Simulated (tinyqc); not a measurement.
Quantum point contact as a saddle point: one step of the calculation.

Potential V0 - m wx^2 x^2/2 + m wy^2 y^2/2; energies are counted from V0. Mode n = 0, 1, ... transmits T_n(E) = 1/(1 + exp(-2 pi (E - E_n)/wx)), E_n = wy (n + 1/2); each mode carries 2 q^2/h.

Task. Thermal average on a coarse grid. g(T) = int g(E) (-df/dE) dE = int g(mu + x kB T) dx/(4 cosh^2(x/2)), g(E) the zero-temperature value at E, g = G/(2 q^2/h). Simpson's rule on nE equally spaced x from -xm to xm.

Values chosen for this exercise:
- T = 1 K (temperature)
- wy = 4.7 meV (transverse quantum hbar wy)
- wx = 4.8 meV (curvature of the barrier hbar wx)
- mu = 6.62 meV (Fermi level above the saddle point)
- nE = 15 (points of the energy grid)
- xm = 7 (half-range of the grid in kB T)

Constants: q = 1.602176634e-19 C, kB = 1.380649e-23 J/K, Vt = kB T/q. Results are converted to the units shown.

Wanted: x; E; g(E); weight; integral of the weight; g(T); g(T) divided by the integral of the weight.

Result.

x, point 0 to 14: [-7.000, -6.000, -5.000, -4.000, -3.000, -2.000, -1.000, 0.000, 1.000, 2.000, 3.000, 4.000, 5.000, 6.000, 7.000]
E, point 0 to 14 (meV): [6.017, 6.103, 6.189, 6.275, 6.361, 6.448, 6.534, 6.620, 6.706, 6.792, 6.879, 6.965, 7.051, 7.137, 7.223]
g(E), point 0 to 14: [1.198, 1.218, 1.239, 1.261, 1.284, 1.309, 1.334, 1.360, 1.387, 1.415, 1.443, 1.472, 1.500, 1.529, 1.557]
weight, point 0 to 14: [0.0009, 0.0025, 0.0066, 0.0177, 0.0452, 0.1050, 0.1966, 0.2500, 0.1966, 0.1050, 0.0452, 0.0177, 0.0066, 0.0025, 0.0009]
integral of the weight = 0.9988
g(T) = 1.360
g(T) divided by the integral of the weight = 1.362

Numbers from tinyqc (`OMP_NUM_THREADS=1 python tinyqc.py 2740111 2740112 out.jsonl`; about 0.05 s on one thread of a shared Intel Xeon 2.30GHz).
